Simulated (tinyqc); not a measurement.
What each parameter does: core-shell quantum dot (spherical envelope functions).

Parabolic bands; strain and other valleys are left out. s states, u = r psi, hard wall at R + H, c = hbar^2/2m0, energies from the band edges of the core. Core: u = sin(k1 r)/k1, k1 = sqrt(m1 E/c). At R, psi and psi'/m are continuous, so u is continuous and its slope in the shell is s = u/R + (m2/m1)(u' - u/R). Shell: u(R + x) = u(R) cos(k2 x) + s sin(k2 x)/k2, k2 = sqrt(m2 (E - V)/c); for negative arguments the functions turn into sinh and cosh. A level has u(R + H) = 0.

Overlap = (integral of u_e u_h)^2 with normalised u. Coulomb integrals J_ab = (q/eps) double integral of u_a(r)^2 u_b(s)^2/max(r, s), q = e^2/(4 pi eps0), one eps everywhere. Exciton E = Eg + E_e + E_h - J_eh; first-order biexciton shift J_ee + J_hh - 2 J_eh (positive: repulsive).

Constants: hbar^2/2m0 = 3.80998211 eV angstrom^2; e^2/(4 pi eps0) = 14.39964547 eV angstrom; hc = 1239.841984 eV nm.

Parameters, chosen for this exercise (near those of a CdTe/CdSe core-shell dot; the results hold for these values, not for the real material):
```
symbol  value  unit      meaning
R       31     angstrom  core radius
H       15     angstrom  shell thickness
Vc      -0.32  eV        conduction edge of the shell above that of the core
Vv      0.603  eV        hole barrier of the shell
me1     0.095  m0        electron, core
me2     0.132  m0        electron, shell
mh1     0.333  m0        hole, core
mh2     0.43   m0        hole, shell
Eg      1.494  eV        gap of the core
eps     7.3              dielectric constant
```

All quantities anew.

One parameter was then changed.

Results before and after:
```
case     E (eV)  overlap  electron in core  biexciton shift (meV)
base      1.555    0.623             0.599                   14.2
changed   1.514    0.551             0.537                   17.3
```

Which of these changes was made? (a) mh1 = 0.266 m0; (b) Vv = 0.452 eV; (c) Vc = -0.42 eV; (d) me2 = 0.165 m0; (e) H = 20 angstrom; (f) eps = 8.4; (g) R = 34 angstrom.

Answer: (c) Vc = -0.42 eV. Of the candidates, run in turn, only this one gives the changed row.

All candidates:
```
case             E (eV)  overlap  electron in core  biexciton shift (meV)
base              1.555    0.623             0.599                   14.2
R = 34 angstrom   1.541    0.624             0.626                   12.9
H = 20 angstrom   1.481    0.410             0.396                   23.4
Vc = -0.42 eV     1.514    0.551             0.537                   17.3
Vv = 0.452 eV     1.551    0.661             0.599                   12.7
me2 = 0.165 m0    1.520    0.562             0.548                   16.8
mh1 = 0.266 m0    1.569    0.663             0.599                   12.0
eps = 8.4         1.564    0.623             0.599                   12.3
```

Computed by tinyqc, a small Python program: `OMP_NUM_THREADS=1 python tinyqc.py 1251891 1251892 out.jsonl` (the numbers bound the seed that draws the inputs); one thread of a shared host (Intel(R) Xeon(R) Processor @ 2.30GHz), about 0.04 s for the whole set of steps.
